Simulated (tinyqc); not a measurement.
# Tunnelling through a gate dielectric, WKB transmission and Tsu-Esaki current: dielectrics compared at equal EOT

Electrons leave the emitter at x = 0. Energies E (motion across the layers) are in eV from the emitter Fermi level; the collector Fermi level lies at -V and offers states at every E. No charge in the dielectric and no image force: F1 = V/t1, U = phi1 - F1 x. With C = hbar^2/(2 m0), kappa = sqrt(m (U - E)/C) where U > E and 0 elsewhere; T(E) = exp(-S), S = 2 times the integral of kappa over x.

A single layer of thickness t1 = EOT eps_r/3.9 for each dielectric, at V = 1.2 V. Each layer adds (2/F) sqrt(m/C) [G(u at its left edge) - G(u at its right edge)] to S, with u = U - E (0 where negative) and G(u) = (2/3) u^1.5. J = J0 times the integral of T(E) N(E) dE, N = ln[(1 + exp(-E/Vt))/(1 + exp((-E - V)/Vt))], J0 = q^2 me m0 kB T/(2 pi^2 hbar^3) (times 1e-4 for A/cm^2 per eV), from E = -Ef to far above the barrier (T = 1 there), by quadrature converged to the digits shown.

Parameters, values chosen for the exercise: temperature T = 300 K; Fermi energy of the emitter above its band bottom Ef = 1.6 eV; emitter mass in the supply function me = 0.92 m0; equivalent oxide thickness EOT = 1.4 nm.

Constants: q = 1.602176634e-19 C, kB = 1.380649e-23 J/K, hbar = 1.054571817e-34 J s, m0 = 9.1093837015e-31 kg, Vt = kB T/q, hbar^2/(2 m0) = 0.0380998212 eV nm^2. Results are converted to the units shown.

Dielectrics (values chosen for the exercise, close to those of the materials named):

|  | eps_r | phi1 (eV) | m1 (m0) |
|---|---|---|---|
| silicon dioxide | 3.81 | 3.14 | 0.49 |
| silicon nitride | 7.37 | 2 | 0.52 |
| aluminium oxide | 8.64 | 2.53 | 0.41 |
| hafnium oxide | 22.8 | 1.48 | 0.2 |
| zirconium oxide | 26.1 | 1.41 | 0.26 |

Leakage at equal EOT:

|  | t1 (nm) | S at E = 0 | J (A/cm^2) | eps_r sqrt(m1 phi1) |
|---|---|---|---|---|
| silicon dioxide | 1.368 | 15.60 | 285.1 | 4.726 |
| silicon nitride | 2.646 | 22.95 | 0.02762 | 7.516 |
| aluminium oxide | 3.102 | 28.15 | 1.888e-4 | 8.800 |
| hafnium oxide | 8.185 | 34.43 | 7.084e-8 | 12.40 |
| zirconium oxide | 9.369 | 42.91 | 5.649e-11 | 15.80 |

What do the numbers show?

From the lowest current to the highest: zirconium oxide, hafnium oxide, aluminium oxide, silicon nitride, silicon dioxide; the span is 12.7 decades. The figure eps_r sqrt(m1 phi1), to which S is proportional at low voltage, gives the same order.

tinyqc, about 0.03 s, one thread, Intel Xeon 2.30GHz (shared host): `OMP_NUM_THREADS=1 python tinyqc.py 2540074 2540075 out.jsonl`
